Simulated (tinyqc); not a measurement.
On-chip power grid, static voltage drop by conjugate gradients: one step of the calculation.

A grid of 3 rows and 4 columns, node k = 4 row + column. Neighbours in a row are joined by Rx, in a column by Ry; pad nodes, which reach the supply through Rp: 0. Each node draws I0, node 0 draws kh I0. The drops u = Vdd - V solve G u = i, with G the conductance matrix (1/Rp added on the diagonal at pad nodes).

Question. Diagonal of G, loads and first direction. G_kk = sum of the conductances at node k. Start u = 0, so the residual is r = i; p = r.

Inputs (values chosen for the exercise):
```
symbol,value,unit,meaning
Rx,1.7,ohm,resistance of a horizontal segment
Ry,1.2,ohm,resistance of a vertical segment
Rp,0.56,ohm,resistance from a pad node to the supply
I0,1.7,mA,load current of an ordinary node
kh,3,,factor on the load at the hot node
```

Find: G_kk; r at the start; p at the start.

Answer.

G_kk (S):
```
        col 0   col 1   col 2   col 3
row 0  3.2073  2.0098  2.0098  1.4216
row 1  2.2549  2.8431  2.8431  2.2549
row 2  1.4216  2.0098  2.0098  1.4216
```

r at the start (mA):
```
        col 0   col 1   col 2   col 3
row 0  5.1000  1.7000  1.7000  1.7000
row 1  1.7000  1.7000  1.7000  1.7000
row 2  1.7000  1.7000  1.7000  1.7000
```

p at the start (mA):
```
        col 0   col 1   col 2   col 3
row 0  5.1000  1.7000  1.7000  1.7000
row 1  1.7000  1.7000  1.7000  1.7000
row 2  1.7000  1.7000  1.7000  1.7000
```

Numbers from tinyqc (`OMP_NUM_THREADS=1 python tinyqc.py 2770176 2770177 out.jsonl`; about 0.2 s on one thread of a shared Intel Xeon 2.30GHz).
